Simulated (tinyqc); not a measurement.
Inside a calculation. Model: critical temperature from a phonon spectrum: McMillan, Allen-Dynes and the linearised Eliashberg equation. Computed by tinyqc, a small Python program that keeps every step. Command: `OMP_NUM_THREADS=1 python tinyqc.py 3025455 3025456 out.jsonl eliashberg walk`. One thread of a shared host (Intel(R) Xeon(R) Processor @ 2.30GHz), about 0.01 s of CPU time with the checks. Intermediate numbers are printed to about 7 digits and carried at full precision; extremes and crossings named in words are read from the listed rows.

alpha^2 F(omega) = sum_i (lambda_i omega_i/2) delta(omega - omega_i), so that lambda = 2 int alpha^2 F/omega d omega = sum_i lambda_i.

Inputs (values chosen for the exercise, for a model metal):

| quantity | value | unit |
|---|---|---|
| peak energy omega_1 | 14.1 | meV |
| coupling lambda_1 | 0.388 | - |
| peak energy omega_2 | 28.1 | meV |
| coupling lambda_2 | 1 | - |
| Coulomb pseudopotential mu* | 0.08 | - |
| trial temperature | 18.1 | K |
| Matsubara points N in the small matrix | 4 | - |

Peaks in alpha^2 F: two.

Constants: k_B = 8.617333262e-05 eV/K.

## Moments of the spectrum

omega_log = exp(sum lambda_i ln omega_i / lambda); omega_rms = sqrt(sum lambda_i omega_i^2 / lambda).

lambda = 1.388

omega_log = 23.17331 meV

omega_rms = 24.98917 meV

## McMillan and Allen-Dynes

McMillan form: k_B T_c = (omega_log/1.2) exp[-1.04 (1 + lambda)/(lambda - mu* (1 + 0.62 lambda))]. Allen-Dynes multiplies it by f1 f2: f1 = [1 + (lambda/L1)^(3/2)]^(1/3), L1 = 2.46 (1 + 3.8 mu*); f2 = 1 + (omega_rms/omega_log - 1) lambda^2/(lambda^2 + L2^2), L2 = 1.82 (1 + 6.3 mu*) omega_rms/omega_log.

T_c, McMillan form = 30.20084 K

f1 = 1.087072

f2 = 1.014189

T_c, Allen-Dynes = 33.29631 K

The two corrections raise T_c by 10.2 %.

## The small kernel at the trial temperature

Linearised Eliashberg equation at omega_n = (2n + 1) pi k_B T, n = 0..N-1: lambda(j) = sum_i lambda_i omega_i^2/(omega_i^2 + (2 pi j k_B T)^2); K_mn = lambda(m - n) + lambda(m + n + 1) - 2 mu*(N) - delta_mn [2m + 1 + lambda(0) + 2 sum_(j=1..m) lambda(j)], with 1/mu*(N) = 1/mu* + ln(omega_rms/omega_N), omega_N = (2N + 1) pi k_B T. T_c is where the largest eigenvalue rho of K is zero.

lambda(j), j = 0, 1, ...: 1.388000  1.153174  0.805025  0.549950  0.383877  0.277145  0.207013  0.159405

mu*(N) = 0.08380845

K:
```
          1         2         3          4
1  -0.01444   1.79058   1.18736    0.76621
2   1.79058  -4.92401   1.36943    0.91455
3   1.18736   1.36943  -8.80687    1.19257
4   0.76621   0.91455   1.19257  -12.02451
```

## Largest eigenvalue of the small kernel

K is the kernel of the linearised Eliashberg equation on the Matsubara points omega_n = (2n + 1) pi k_B T; T_c is where its largest eigenvalue rho is zero. Diagonalise K; at rho = 0 the eigenvector c is the gap function Delta_n/omega_n up to a factor; away from it Delta_n/Delta_0 = (2n + 1) c_n/c_0 is only an estimate.

largest eigenvalue rho = 0.9371647

Delta_n/Delta_0: 1.000000  1.094298  0.927971  0.713488

rho > 0: in this small matrix the trial temperature lies below T_c.

## Critical temperature from the full kernel

N is the smallest integer at or above 8 omega_max/(2 pi k_B T_AD), omega_max the highest peak and T_AD the Allen-Dynes value.

N used = 13

T_c, Eliashberg = 33.15711 K

k_B T_c/omega_log = 0.1232996

Allen-Dynes/Eliashberg = 1.004198

McMillan/Eliashberg = 0.9108407

## Scaling the whole coupling

All lambda_i are multiplied by s. The last column is the large-lambda limit for mu* = 0, k_B T_c = 0.1827 omega_rms sqrt(lambda).

T_c (K):

| s | lambda | McMillan | Allen-Dynes | Eliashberg | large-lambda limit |
|---|---|---|---|---|---|
| 0.6 | 0.8328 | 15.37962 | 16.12249 | 15.73736 | 48.3490 |
| 0.8 | 1.1104 | 23.61138 | 25.36029 | 25.03615 | 55.8287 |
| 1.0 | 1.3880 | 30.20084 | 33.29631 | 33.15711 | 62.4183 |
| 1.3 | 1.8044 | 37.64229 | 43.23045 | 43.52289 | 71.1678 |
| 1.7 | 2.3596 | 44.54084 | 54.02989 | 54.99916 | 81.3835 |
| 2.3 | 3.1924 | 51.21872 | 67.17669 | 69.08154 | 94.6621 |
| 3.2 | 4.4416 | 57.14146 | 83.15383 | 86.38003 | 111.6573 |

McMillan/Eliashberg runs from 0.98 at lambda = 0.83 to 0.66 at 4.44: the exponential form levels off at large lambda, while the true T_c keeps rising (exponent 0.68 between the last rows, tending to 1/2). Allen-Dynes stays within about 4 % over the table. The last row reaches 77 % of the mu* = 0 limit; with mu* above zero T_c stays below that line at any lambda.

## Isotope exponent

T_c ~ M^(-a). All omega_i scale as M^(-1/2) at fixed lambda, but mu* = mu/(1 + mu ln(E_F/omega)) changes: d mu*/d ln omega = mu*^2. In the McMillan form a = (1/2) [1 - 1.04 (1 + lambda)(1 + 0.62 lambda) mu*^2/(lambda - mu* (1 + 0.62 lambda))^2].

isotope exponent a = 0.4903704

The exponent is close to the BCS value 1/2.

Checks made by the program: one-point kernel at mu* = 0: rho = lambda(1) - 1 (relative difference 2e-10); T_c against the Allen-Dynes fit (relative difference 4e-03).
